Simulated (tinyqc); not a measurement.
Surface Green function of a two-leg ladder, Sancho-Rubio decimation: densities of states against energy.

A semi-infinite lead of cells 0, 1, 2, ... with H0 inside a cell and H1 = <cell i|H|cell i + 1>. One rung (site 1 on leg a, site 2 on leg b) is a cell; all hoppings enter with a minus sign. z = E + i eta.

Start with e_s = e = H0, a = H1, b = H1^dagger. Each round: g = (z - e)^(-1); e_s <- e_s + a g b; e <- e + a g b + b g a; a <- a g a; b <- b g b (all with the old a, b). Round k joins cells 2^k apart. Stop when the largest entry of the matrices a and b is below 1e-12 eV; g_s = (z - e_s)^(-1), bulk (z - e)^(-1), density of states -Im Tr/pi. Here eta = 0.01 eV. Open modes are the crossings of E with the bands of H0 + H1 exp(ik) + H1^dagger exp(-ik) for 0 < k < pi.

H0 (eV):
```
       1      2
1      0  -0.45
2  -0.45   0.46
```

H1 (eV):
```
      1      2
1  -0.6  -0.16
2     0  -0.48
```

Results:
```
E (eV)  open modes  rounds  surface (1/eV)  bulk (1/eV)
-1.71            0       6       0.0053033     0.017306
-1.39            1      11         0.24336      0.51655
-0.76            1      12         0.46184      0.27483
-0.44            1      12         0.49722      0.26124
-0.12            2      12         0.66542       1.6323
0.2              2      12          1.0151      0.71450
0.51             2      12          1.0657      0.68175
0.83             2      12         0.94247      0.84912
1.15             1      12         0.63992      0.42546
1.46             1      11         0.42202      0.64480
1.78             0       6       0.0083970     0.021578
```

Estimate the missing row, E = -1.07 eV.

Computed row:
```
E (eV)  open modes  rounds  surface (1/eV)  bulk (1/eV)
-1.07            1      12         0.39066      0.32348
```

With this row back in the table: The bands of the infinite lead run over -1.55 to 1.00, -0.147 to 1.62 eV. The rounds lie between 6 and 12, 6.0 on average outside the bands and 11.8 inside. The surface density of states is largest at E = 0.51 eV among the rows (1.07 1/eV, bulk 0.682).

Numbers from tinyqc (`OMP_NUM_THREADS=1 python tinyqc.py 2680103 2680104 out.jsonl`; about 0.1 s on one thread of a shared Intel Xeon 2.30GHz).
